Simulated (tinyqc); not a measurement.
What each parameter does: hole subbands of a hard-walled well, four-band Luttinger model.

Hole energies are counted downwards from the unstrained band edge, c = hbar^2/2m0. After the usual block transformation one block is H = [[P + Q - Zs, R - i S], [R + i S, P - Q + Zs]] in (heavy, light), with P +/- Q = c [(g1 +/- g2) k^2 + (g1 -/+ 2 g2) kz^2], R = sqrt(3) c gR k^2, S = 2 sqrt(3) c g3 k kz, kz = -i d/dz; axial approximation gR = (g2 + g3)/2. Zs = b (e_par - e_perp) is the shear part of the strain (the hydrostatic part shifts all levels alike and is left out). Basis sqrt(2/L) sin(n pi z/L), n = 1 to N, for each component: kz^2 gives (n pi/L)^2 and the heavy-light block is R delta_nm - 2 sqrt(3) c g3 k D_nm with D_nm = 4 n m/(L (n^2 - m^2)) for n + m odd, 0 otherwise. The other block has the same levels. The split-off band is left out.

Constants: hbar^2/2m0 = 3.80998211 eV angstrom^2.

Inputs chosen for the exercise (near those of Ge; not measured data):
```
symbol  value   unit        meaning
g1      13.38               Luttinger gamma1
g2      4.23                gamma2
g3      5.7                 gamma3
L       55      angstrom    well width along [001]
Zs      0       eV          shear strain energy
k       0.0699  1/angstrom  wave vector in the plane
```

N = 20; the three lowest hole energies at the given k and the heavy weight of the lowest.

Results for these values:
```
case,E1 (meV),E2 (meV),E3 (meV),heavy weight
base,139.38,275.41,537.63,0.509
```

What happens to each result for k = 0.0909 1/angstrom, all else kept?

Answer: E1 rises from 139.38 to 163.75; E2 rises from 275.41 to 312.85; E3 rises from 537.63 to 588.58; heavy weight falls from 0.509 to 0.454.

The same for each parameter in turn:
```
case,E1 (meV),E2 (meV),E3 (meV),heavy weight
base,139.38,275.41,537.63,0.509
g1 = 14.45,182.41,337.05,656.75,0.505
g2 = 3.81,150.21,288.47,587.82,0.502
g3 = 5.24,162.90,305.01,571.87,0.510
L = 45 angstrom,197.86,355.93,771.08,0.575
Zs = -0.01 eV,139.38,281.13,544.59,0.491
k = 0.0909 1/angstrom,163.75,312.85,588.58,0.454
```

(tinyqc, `OMP_NUM_THREADS=1 python tinyqc.py 1282508 1282509 out.jsonl`, Intel(R) Xeon(R) Processor @ 2.30GHz, 1 thread, shared host, about 0.1 s.)
